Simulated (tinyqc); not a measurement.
## Diffusion length from constant photovoltage

Problem. In a thick sample with a thin depletion layer the excess density at its edge goes as flux/(1/alpha + L), so the flux needed for a fixed surface photovoltage is proportional to 1/alpha + L. Find L.

photon flux for the same photovoltage at absorption coefficients 99 and 590 1/cm (relative units): 291.01010  206.94915

Solution. The line of flux against 1/alpha meets zero at -L.

slope against 1/alpha = 1.000 1/um
L = 190.0 um

Computed by the program tinyqc: `OMP_NUM_THREADS=1 python tinyqc.py 2430141 2430142 out.jsonl`, one thread of a shared Intel Xeon 2.30GHz, about 0.01 s for the whole run.
